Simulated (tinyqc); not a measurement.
Spin coating of a resist or spin-on film: centrifugal thinning, evaporation and the final thickness (Emslie and Meyerhofer models): one step, computed by the program tinyqc.

A Newtonian film stays uniform over the wafer; solvent and solids have the same density and the concentration is uniform through the thickness.

Task: Thinning without evaporation. dh/dt = -K h^3 gives h = h0/sqrt(1 + 2 K h0^2 t); for long times h = 1/sqrt(2 K t).

Inputs (values chosen for the exercise, of the order of those of a polymer resist in an ester solvent): starting thickness h0 = 600 micrometre; time t = 0.36 s.

flow constant K = 0.02909601 1/(micrometre^2 s)

Give: h(t) without evaporation; long-time form; time 1/(2 K h0^2).

Result:

h(t) without evaporation = 6.909 micrometre

long-time form = 6.909 micrometre

time 1/(2 K h0^2) = 4.773e-05 s

The long-time form is within 0.0066 %: the starting thickness is forgotten.
